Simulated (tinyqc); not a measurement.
What moves the Fermi level: Fermi-Dirac statistics of conduction electrons.

Non-parabolic band E (1 + alpha E) = c k^2/m: n = Nc (2/sqrt(pi)) integral_0^infinity sqrt(x (1 + a x)) (1 + 2 a x) dx/(1 + exp(x - eta)) with a = alpha kT and eta = (EF - Ec)/kT; a = 0 gives n = Nc F_1/2(eta).

Constants: hbar^2/2m0 = 3.80998211 eV angstrom^2; kB = 8.617333262e-05 eV/K.

Parameters, chosen for this exercise (near those of Si, lowest valleys alone; the results hold for these values, not for the real material): m = 1.032 m0 (density-of-states mass of the conduction band); T = 400 K; n = 2.5e+18 1/cm^3 (electron density); alpha = 0.5 1/eV (non-parabolicity).

N = 2 (m kB T/(4 pi c))^(3/2) with c = hbar^2/2m0, in 1/angstrom^3; times 1e24 for 1/cm^3.

Results for these values:
```
case,parabolic EF - Ec (meV),non-parabolic EF - Ec (meV)
base,-95.25,-97.51
```

What happens to each result for alpha = 0.75 1/eV, all else kept?

Answer: parabolic EF - Ec does not change at the printed digits; non-parabolic EF - Ec falls from -97.51 to -98.61.

The same for each parameter in turn:
```
case,parabolic EF - Ec (meV),non-parabolic EF - Ec (meV)
base,-95.25,-97.51
m = 1.1352 m0,-100.28,-102.53
T = 375 K,-86.10,-88.09
n = 5e+18 1/cm^3,-70.61,-72.93
alpha = 0.75 1/eV,-95.25,-98.61
```

(tinyqc, `OMP_NUM_THREADS=1 python tinyqc.py 1650841 1650842 out.jsonl`, Intel(R) Xeon(R) Processor @ 2.30GHz, 1 thread, shared host, about 0.01 s.)
